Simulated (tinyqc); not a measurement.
Inside a calculation. Method: plane-wave Kohn-Sham cycle with exchange-only LDA in a layered model solid. One step of it, computed by the program tinyqc.

Question. Iteration 1: potential. V_H(G) = 4 pi rho(G)/G^2 for G != 0 (uniform background); v_x = -(3 rho/pi)^(1/3); V = V_ext + V_H + v_x; Fourier components f(G_m) = (1/N) sum_j f(x_j) exp(-i G_m x_j).

A solid whose potential varies along x alone (atomic units):
```
parameter,value
period a,11.700000
cross-section of the cell,29.000000
electrons per cell,4
grid points,16
"plane waves -n..n, n",2
k points,4
V1 in V1 cos(2 pi x/a),-0.400000
V2 in V2 cos(4 pi x/a),0.090000
```

density at the start, on the grid x_j = j a/N (e/bohr^3): 0.01178898  0.01178898  0.01178898  0.01178898  0.01178898  0.01178898  0.01178898  0.01178898  0.01178898  0.01178898  0.01178898  0.01178898  0.01178898  0.01178898  0.01178898  0.01178898

Give: Potentials on the grid; V(G_m), m = 0, 1, 2, ....

Answer.

Potentials on the grid (hartree):
```
x,V_ext,V_H,v_x,V
0.0000,-0.3100,0.0000,-0.2241,-0.5341
0.7312,-0.3059,0.0000,-0.2241,-0.5300
1.4625,-0.2828,0.0000,-0.2241,-0.5070
2.1938,-0.2167,0.0000,-0.2241,-0.4408
2.9250,-0.0900,0.0000,-0.2241,-0.3141
3.6562,0.0894,0.0000,-0.2241,-0.1347
4.3875,0.2828,0.0000,-0.2241,0.0587
5.1188,0.4332,0.0000,-0.2241,0.2091
5.8500,0.4900,0.0000,-0.2241,0.2659
6.5812,0.4332,0.0000,-0.2241,0.2091
7.3125,0.2828,0.0000,-0.2241,0.0587
8.0437,0.0894,0.0000,-0.2241,-0.1347
8.7750,-0.0900,0.0000,-0.2241,-0.3141
9.5062,-0.2167,0.0000,-0.2241,-0.4408
10.2375,-0.2828,0.0000,-0.2241,-0.5070
10.9688,-0.3059,0.0000,-0.2241,-0.5300
```

V(G_m), m = 0, 1, 2, ... (hartree): -0.2241  -0.2000  0.0450  0.0000  0.0000
